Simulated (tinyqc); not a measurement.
Lorentz oscillators and the Kramers-Kronig relations, step by step. Values are carried at full precision from step to step, so a last printed digit may differ when a step is redone from the rounded ones.

eps(E) = 1 + sum_j S_j/(E0_j^2 - E^2 - i G_j E).

Constants: hbar c = 1973.269805 eV angstrom; hbar^2/2m0 = 3.80998211 eV angstrom^2; e^2/(4 pi eps0) = 14.39964547 eV angstrom.

Parameters, chosen for this exercise (line positions loosely like those of GaN; Lorentz tails absorb below the gap, where the real solid is clear; the results hold for these values, not for the real material):
- E0 = (4.32, 6.69, 8.95) eV (resonances)
- G = (1.18, 1.23, 2.28) eV (widths)
- S = (9, 56.1, 79.5) eV^2 (strengths)
- E = 7.5 eV (photon energy)
- h = 0.4 eV (grid step)
- M = 40 (grid points E_j = j h)
- i = 16 (grid index at which eps1 is wanted)

## Dielectric function at one energy

Evaluate each oscillator and the sum.

terms: -0.2269+0.0534i  -2.9686+2.3826i  2.2015+1.5783i

eps(E) = 0.0061+4.0143i
eps(0) = 3.7282

## Optical constants

n + i k = sqrt(eps1 + i eps2) with k >= 0; R = ((n - 1)^2 + k^2)/((n + 1)^2 + k^2) at normal incidence from vacuum; alpha = 2 E k/(hbar c), times 1e8 for 1/cm; loss function Im(-1/eps) = eps2/(eps1^2 + eps2^2).

Convert eps at the photon energy E into the optical constants.

n = 1.4178
k = 1.4157
R = 0.2775
alpha = 1.08e+06 1/cm
loss function = 0.2491
vacuum wavelength hc/E (hc = 1239.841984 eV nm) = 165.3 nm

The intensity falls to 1/e within 9.29 nm.

## Absorptive part on the grid

Tabulate eps2 at E_j = j h.

eps2(E_j), j = 1 .. M: 0.0376  0.0774  0.1219  0.1746  0.2415  0.3326  0.4692  0.6994  1.1398  1.9438  2.3634  1.9065  1.8424  2.3931  3.8490  6.5694  7.4788  5.1499  3.8180  3.6708  4.1076  4.4322  4.0118  3.0825  2.2105  1.5820  1.1596  0.8754  0.6795  0.5405  0.4388  0.3626  0.3042  0.2584  0.2220  0.1925  0.1684  0.1484  0.1316  0.1174

## eps1 at one grid point

Kramers-Kronig: eps1(E) = 1 + (2/pi) P integral_0^infinity E1 eps2(E1)/(E1^2 - E^2) dE1. Maclaurin rule on the grid E_j = j h, j = 1 .. M: eps1(E_i) = 1 + (4 h/pi) sum over j with j - i odd of E_j eps2(E_j)/(E_j^2 - E_i^2); nothing is added above E_M.

List the terms E_j eps2_j/(E_j^2 - E_i^2) for j - i odd, add them and form eps1.

terms in order of j (1/eV): -0.0004  -0.0037  -0.0131  -0.0397  -0.1465  -0.4814  -0.6882  -4.6560  9.6318  1.7272  1.1657  0.8450  0.3744  0.1655  0.0842  0.0482  0.0301  0.0200  0.0140  0.0101

sum = 8.087 1/eV
eps1(E_i) = 5.119

The oscillator formula gives 5.209 at E_i = 6.4 eV. The rule samples every 2h = 0.8 eV against a narrowest width of 1.18 eV and stops at 16 eV; coarse sampling and the missing tail make the difference.

## The f-sum on the grid

W(E_M) = (2/pi) h sum_j E_j eps2_j, with half weight on the last point; the full integral equals sum S_j = (hbar omega_p)^2, and the electron density follows from (hbar omega_p)^2 = 8 pi c (e^2/(4 pi eps0)) N with c = hbar^2/2m0.

W(E_M) = 131.83 eV^2
sum S = 144.60 eV^2
share reached on this grid (a step near the line widths can inflate it) = 0.912
hbar omega_p = 12.025 eV
N = 1.05e+23 1/cm^3

## Checks

- The value of eps1 at 7.572 eV from a fine, long grid (with the tail of eps2 ~ 1/E^3 added) against the oscillator formula: both 0.115.

Program tinyqc; command `OMP_NUM_THREADS=1 python tinyqc.py 1652637 1652638 out.jsonl`; about 0.2 s on one thread of a shared Intel(R) Xeon(R) Processor @ 2.30GHz.
